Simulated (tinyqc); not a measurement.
Off-state leakage of single and stacked transistors: two steps of the calculation.

n-channel devices of unit width. Subthreshold current I(Vg, Vs, Vd) = I0 (T/300 K)^0.5 exp[(Vg - Vs - VT(T) - gb (Vs - Vb) + dd (Vd - Vs))/(nf Vt)] (1 - exp(-(Vd - Vs)/Vt)), VT(T) = VT - cT (T - 300 K). Gate-edge tunnelling Ig (Vd/1 V) exp(ag (Vd - 1 V)), for a gate at 0 V, and band-to-band leakage Ab u exp(-Bb/u), u = Vd - Vb + 1 V, flow at a drain held at V; both are taken as independent of T. In a stack of off transistors (all gates at 0 V) the same subthreshold current passes through each.

Values chosen for this exercise; values of the order met in bulk silicon logic transistors:

| symbol | value | unit | meaning |
|---|---|---|---|
| T | 330 | K | temperature |
| V | 0.9 | V | supply voltage |
| VT | 0.36 | V | threshold at 300 K, zero drain and body bias |
| cT | 1 | mV/K | fall of the threshold with temperature |
| I0 | 0.15 | uA/um | current at threshold at 300 K |
| nf | 1.26 |  | slope factor |
| dd | 0.16 |  | drain-induced lowering per volt |
| gb | 0.2 |  | rise of the threshold per volt of source-body bias |
| Ig | 3e-5 | uA/um | gate-edge tunnelling current at 1 V |
| ag | 6 | 1/V | exponential slope of the gate current |
| Ab | 8 | uA/(um V) | prefactor of band-to-band leakage at the drain |
| Bb | 22 | V | its exponential voltage |
| Vb | 0 | V | body voltage |

Constants: q = 1.602176634e-19 C, kB = 1.380649e-23 J/K, Vt = kB T/q. Results are converted to the units shown.

Question 1. Leakage of one transistor. Vg = Vs = 0, Vd = V; effective threshold VT(T) - gb Vb - dd V.

Wanted: effective threshold; parts; total; shares.

Answer 1.

effective threshold = 0.1860 V
parts (nA/um): subthreshold 0.8757, gate edge 0.01482, band-to-band 0.1423
total = 1.033 nA/um
shares (%): subthreshold 84.79, gate edge 1.435, band-to-band 13.78

The subthreshold part is the largest.

Question 2. New Vx. Stack of two, Vx the node between them: I_low = I(0, 0, Vx), I_up = I(0, Vx, V), f = ln(I_up/I_low), f' = -(1 + gb + 2 dd)/(nf Vt) - 1/(Vt (exp(Vx/Vt) - 1)) - 1/(Vt (exp((V - Vx)/Vt) - 1)), Vx(new) = Vx - f/f'.

Vx at the start = 0.095 V

Find: I_low; I_up; f; f'; Vx after iteration 1.

Answer 2.

I_low = 0.02320 nA/um
I_up = 0.02379 nA/um
f = 0.02489
f' = -43.71 1/V
Vx after iteration 1 = 0.09557 V

Computed by the program tinyqc: `OMP_NUM_THREADS=1 python tinyqc.py 2242060 2242061 out.jsonl`, one thread of a shared Intel Xeon 2.30GHz, about 0.03 s for the whole run.
